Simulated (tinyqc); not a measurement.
# Gas flow in a process chamber: flow regimes, conductance, effective pumping speed, pump-down, outgassing and purge, step by step

A worked calculation. Computed by tinyqc, a small Python program that keeps every step. Command: `OMP_NUM_THREADS=1 python tinyqc.py 3120099 3120100 out.jsonl pump walk`. One thread of a shared host (Intel(R) Xeon(R) Processor @ 2.30GHz), about 0.07 s of CPU time with the checks. Intermediate numbers are printed to about 7 digits and carried at full precision; extremes and crossings named in words are read from the listed rows.

Ideal gas, isothermal flow, a pump of constant speed at the end of a round pipe; process gas, volume gas and outgassing are given the same properties. 1 sccm = 101325 Pa x 1e-6 m^3/60 s x T/273.15 K.

Inputs (values chosen for the exercise, modelled on nitrogen near room temperature):
```
quantity,value,unit
molar mass M,28.01,g/mol
molecular diameter,0.37,nm
viscosity eta,17.8,micropascal s
temperature T,300,K
chamber volume V,10,L
wall area,0.55,m^2
pipe diameter d,25,cm
pipe length l,180,cm
pump speed S,1000,L/s
process gas flow,13,sccm
outgassing rate after 1 h,7.3e-07,Pa m^3/(s m^2)
outgassing exponent n,1.1,-
starting pressure p0,2500,Pa
target base pressure,0.0002,Pa
```

Constants: k_B = 1.380649e-23 J/K; u = 1.6605390666e-27 kg.

## Molecular flow

Mean speed c = sqrt(8 k_B T/(pi m)); aperture conductance C_a = c pi d^2/16; molecular pipe C_m = C_a/(1 + 3 l/(4 d)) (Dushman form); viscous pipe C_v = pi d^4 p_mean/(128 eta l); Knudsen interpolation C = C_v + C_m (1 + x)/(1 + 1.24 x), x = d p_mean sqrt(m/(k_B T))/eta. Effective speed 1/S_eff = 1/S + 1/C_m; time constant V/S_eff; pressure at which the free path k_B T/(sqrt2 pi d_m^2 p) equals d.

mean speed c = 476.2020 m/s

C_a = 5843.878 L/s

C_m = 913.1059 L/s

S_eff in molecular flow = 477.2898 L/s

time constant = 0.02095163 s

pressure where the free path equals d = 0.02723932 Pa

The pipe passes on 48 % of the pump speed.

## Process pressure

Steady flow: the pump inlet is at p_2 = Q/S, and the chamber pressure p_1 solves Q = C((p_1 + p_2)/2) (p_1 - p_2). Residence time = p_1 V/Q. Knudsen number = free path at the mean pressure over d.

throughput Q = 24.11175 Pa L/s

p_2 = 0.02411175 Pa

chamber pressure p_1 = 0.05078658 Pa

conductance C = 903.9140 L/s

residence time = 0.02106300 s

Knudsen number = 0.7273678

The flow in the pipe is transitional.

## Purging a well-mixed chamber

With steady flow a contaminant decays as exp(-t/residence time); gas used = flow x time.

time to dilute 1e3 times = 0.1454980 s

time to dilute 1e6 times = 0.2909961 s

gas used for 1e6 = 0.06304915 standard cm^3

## Pump-down curve

Pump-down: V dp/dt = -S_eff(p) p + q(t) A, with S_eff = S p_2/p, where p_2 solves C((p + p_2)/2) (p - p_2) = S p_2 at each moment, and q(t) = q_1 (1 h/(t + 10 s))^n; integrated adaptively. At long times p = q(t) A/S_eff. S_eff(p) is tabulated at 260 pressures and interpolated in ln p. Comparison columns: p0 exp(-t/time constant) with the molecular S_eff (0 below 1e-26 p0), and the outgassing limit.

Pressure against time:
```
t (s),p (Pa),S_eff (L/s),volume gas only (Pa),outgassing limit (Pa)
0.3,5.495053e-04,476.5032,1.511508e-03,5.280988e-04
1,4.930199e-04,476.5816,4.672055e-18,4.912519e-04
3,4.100262e-04,476.6974,0,4.087883e-04
10,2.550020e-04,476.9181,0,2.545090e-04
30,1.188447e-04,477.1151,0,1.187327e-04
100,3.903442e-05,477.2322,0,3.902152e-05
300,1.248497e-05,477.2713,0,1.248356e-05
1000,3.404843e-06,477.2848,0,3.404730e-06
3600,8.386527e-07,477.2885,0,8.386451e-07
20000,1.274867e-07,477.2896,0,1.274865e-07
100000,2.171643e-08,477.2898,0,2.171643e-08
```

From t = 0.3 s on the pressure is within 20 % of the outgassing limit, which falls only as (t + 10 s)^-1.1: walls, not volume, set the time to base pressure.

## Time to base pressure

From the outgassing limit: t = 1 h x (q_1 A/(S_eff p_target))^(1/n) - 10 s; monolayer time at the target = 1e19 m^-2 x 4 k_B T/(p c) for unit sticking.

time to the target = 0.004138699 h

monolayer time = 1.739576 s

Checks made by the program: throughput from C and the pressure drop (relative difference below 1e-10).
